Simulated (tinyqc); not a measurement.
Inside a calculation. Model: hot electrons in a saturated n-channel MOSFET, lucky-electron model.

Numbers from tinyqc (`OMP_NUM_THREADS=1 python tinyqc.py 2550024 2550025 out.jsonl`; about 0.01 s on one thread of a shared Intel Xeon 2.30GHz). Printed values are rounded.

Beyond pinch-off the lateral field grows as Esat cosh(y/l) over the velocity-saturated region (pseudo-two-dimensional model). Impact ionisation in this region gives the substrate current, which biases the body forward through Rsub. Currents are per width. Local-field laws: they overstate ionisation when the field peak is narrower than an energy relaxation length.

Inputs (values chosen for the exercise); values close to those of silicon n-channel devices: channel length L = 1.2 um; oxide thickness tox = 22 nm; junction depth xj = 440 nm; threshold VT = 0.78 V; effective mobility mu = 380 cm^2/(V s); saturation velocity vs = 9.4e6 cm/s; ionisation prefactor Ai = 2e6 1/cm; ionisation field Bi = 1.72 MV/cm; resistance of the lightly doped drain Rd = 0 ohm um; substrate resistance Rsub = 2200 ohm um; fall of VT per volt of forward body bias kb = 0.26; hot-electron mean free path lm = 9.1 nm; oxide barrier pb = 3.2 V; prefactor of the gate current Cg = 0.0029; lifetime exponent m = 2.9; lifetime constant Hl = 1500 s uA/um; drain voltage Vd = 5.1 V; gate voltage Vg = 3.6 V.

Constants: eps0 = 8.8541878128e-14 F/cm where lengths are in cm. Results are converted to the units shown.

## Length and field scales

Cox = 3.9 eps0/tox, l = sqrt(3 tox xj), Esat = 2 vs/mu.

Cox = 0.1569606 uF/cm^2
l = 170.4113 nm
Esat = 0.04947368 MV/cm
Esat L = 5.936842 V

## Iteration 1: body bias from the substrate current

Vb at the start = 0 V

Cox = 3.9 eps0/tox. Overdrive g = Vg - VT + kb Vb; Vdsat = g Esat L/(g + Esat L); Id = Cox vs (g - Vdsat); dV = Vd - Id Rd - Vdsat; Em = sqrt((dV/l)^2 + Esat^2); Isub = Id (Ai/Bi) l Em exp(-Bi/Em). Vb(new) = Rsub Isub.

Vdsat = 1.911864 V
Id = 133.9890 uA/um
dV = 3.188136 V
Em = 0.1935158 MV/cm
Isub = 0.07090963 uA/um
Vb after iteration 1 = 1.560012e-4 V

## Iteration 2: body bias from the substrate current

As before.

Vdsat = 1.911883 V
Id = 133.9923 uA/um
dV = 3.188117 V
Em = 0.1935147 MV/cm
Isub = 0.07090751 uA/um
Vb after iteration 2 = 1.559965e-4 V

## Course of the iteration: body bias from the substrate current

Stop when Vb changes by less than 1e-9 V, or after 60 iterations.

Course of the iteration:
```
iteration       Vb (V)  |change| (V)
1          1.560012e-4       1.56e-4
2          1.559965e-4       4.67e-9
3          1.559965e-4      1.40e-13
```

Converged in 3 iterations. The change falls from 1.6e-4 in the first iteration to below the tolerance in the last.

## Gate current, lifetime and channel shortening

Id = 133.9923 uA/um
dV = 3.188117 V
Em = 0.1935147 MV/cm
Isub = 0.07090751 uA/um

Ig = Cg Id exp(-pb/(lm Em)); lifetime tau = (Hl/Id)(Isub/Id)^(-m); length of the saturated region dL = l ln[(dV/l + Em)/Esat]. 1 year = 3.15576e7 s.

Isub/Id = 5.291911e-4
Ig = 0.004984564 pA/um
tau = 1125.722 years
dL = 347.6908 nm

The lifetime exceeds ten years. Integrating Ai exp(-Bi/E) over the cosh profile gives Isub/Id = 5.00e-4, so the closed form is 5.8 % above it.
